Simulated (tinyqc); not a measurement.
Spherical quantum dot: one step. The matching condition at a trial energy. Two cases, with inputs chosen for the exercise.

Question. Both sides for the lowest state, in the form for l = 0.

A sphere of radius R, isotropic masses, c = hbar^2/2m0, k = sqrt(mw E/c), kappa = sqrt(mb (V0 - E)/c). State n l is the spherical Bessel function j_l(k r) inside and k_l(kappa r) outside; psi and psi'/m are continuous: (k/mw) j_l'(kR)/j_l(kR) = (kappa/mb) k_l'(kappa R)/k_l(kappa R). For l = 0 this reads kR cot(kR) = 1 - (mw/mb)(1 + kappa R).

Constants: hbar^2/2m0 = 3.80998211 eV angstrom^2.

Give: k R; kappa R; left side; right side.

Case 1.

Values chosen (near those of a non-polar GaN dot in AlGaN; shifted at random, so the results belong to these values and not to a real crystal): R = 22 angstrom (radius); V0 = 0.42 eV (barrier height); mw = 0.193 m0 (mass inside); mb = 0.234 m0 (mass outside); E = 0.1972 eV (trial energy).

Answer.

k R = 2.1988
kappa R = 2.5735
left side = -1.5966
right side = -1.9474

The left side falls with E and the right side rises; here the left is the larger, so the level lies above the trial energy.

Case 2.

Values chosen (near those of a non-polar GaN dot in AlN; shifted at random, so the results belong to these values and not to a real crystal): R = 26 angstrom (radius); V0 = 1.878 eV (barrier height); mw = 0.198 m0 (mass inside); mb = 0.334 m0 (mass outside); E = 0.2422 eV (trial energy).

Answer.

k R = 2.9170
kappa R = 9.8458
left side = -12.7668
right side = -5.4295

The left side falls with E and the right side rises; here the left is the smaller, so the level lies below the trial energy.

Computed by tinyqc, one run a case: `OMP_NUM_THREADS=1 python tinyqc.py N N+1 out.jsonl` with N = 1280102, 1280836; one thread of a shared Intel(R) Xeon(R) Processor @ 2.30GHz, about 0.06 s a run at most.
